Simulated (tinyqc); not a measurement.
Crystal pulling from the melt: segregation, interface stability, heat balance and point-defect regime: one step, computed by the program tinyqc.

A dilute solute; steady pulling with a flat interface unless it is found unstable.

Problem. Heat balance and the ratio V/G. k_S G_S = k_L G_L + L V; the largest rate for this G_S, with G_L = 0, is k_S G_S/L. Voronkov: the crystal grows vacancy-rich if V/G_S > xi_c and interstitial-rich if below; at fixed G_L the neutral rate solves V = xi_c G_S(V).

Inputs (values chosen for the exercise, modelled on germanium in silicon):
```
quantity                  value          unit
pull rate V                 1.4        mm/min
gradient in the melt G_L    8.4          K/cm
solid conductivity k_S     23.4       W/(m K)
melt conductivity k_L      60.3       W/(m K)
latent heat per volume L   4140        J/cm^3
critical ratio xi_c        0.15  mm^2/(min K)
```

Give: gradient in the solid G_S; largest rate; V/G_S; neutral pull rate.

Solution.

gradient in the solid G_S = 62.93 K/cm

largest rate = 2.134 mm/min

V/G_S = 0.2225 mm^2/(min K)

neutral pull rate = 0.5822 mm/min

V/G_S is 1.48 xi_c: vacancies survive and can cluster into voids. Latent heat makes up 66 % of the flux.
